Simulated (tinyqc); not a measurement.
# Channel resistance from two points of the on-state curve

Problem. In the p-i-n model Von = V1 + 2 Vt ln(J/(1 A/cm^2)) + J Rch, with V1 independent of J. Find Rch and V1.

Values chosen for this exercise: temperature T = 400 K.

Constants: q = 1.602176634e-19 C, kB = 1.380649e-23 J/K, Vt = kB T/q. Results are converted to the units shown.

Von at J = 150 and 450 A/cm^2 (V): 0.97457984  1.3803167

Answer. Remove the logarithmic junction term; the rest is linear in J.

Rch = 1.10 mohm cm^2
V1 = 0.464 V

Program tinyqc, `OMP_NUM_THREADS=1 python tinyqc.py 2590101 2590102 out.jsonl`; Intel Xeon 2.30GHz, shared host, one thread, about 0.01 s.
